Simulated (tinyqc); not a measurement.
Phase-change memory cell, resistance drift and retention: one step of the calculation.

The amorphous state follows Ra = R0 (t/t0)^nu exp[(q Ec/kB)(1/T - 1/(300 K))], with nu taken as independent of T. An intermediate level follows the logarithmic mixing rule ln R = (1 - fa) ln Rc + fa ln Ra with constant Rc. The time to lose the data by crystallisation is tr = tx exp[(q Ex/kB)(1/T - 1/Tx)]; 1 year = 3.15576e7 s. These are empirical laws.

Question. Retention. tr at T; the ten-year temperature solves tr = 10 years: 1/T10 = 1/Tx + (kB/(q Ex)) ln(10 years/tx).

Inputs (values chosen for the exercise); values of the order found in chalcogenide phase-change cells:
```
symbol,value,unit,meaning
Ex,2.5,eV,activation energy of crystallisation
Tx,423,K,temperature of a bake
tx,78000,s,time to crystallise in that bake
T,358,K,operating temperature
```

Constants: q = 1.602176634e-19 C, kB = 1.380649e-23 J/K. Results are converted to the units shown.

Give: tr; T10; loss of tr per kelvin, q Ex/(kB T^2).

Answer.

tr = 632.48 years
T10 = 377.31 K
loss of tr per kelvin, q Ex/(kB T^2) = 22.636 %/K

T lies 19.3 K below T10, so ten years are met.

Computed by the program tinyqc: `OMP_NUM_THREADS=1 python tinyqc.py 2880007 2880008 out.jsonl`, one thread of a shared Intel Xeon 2.30GHz, about 0.01 s for the whole run.
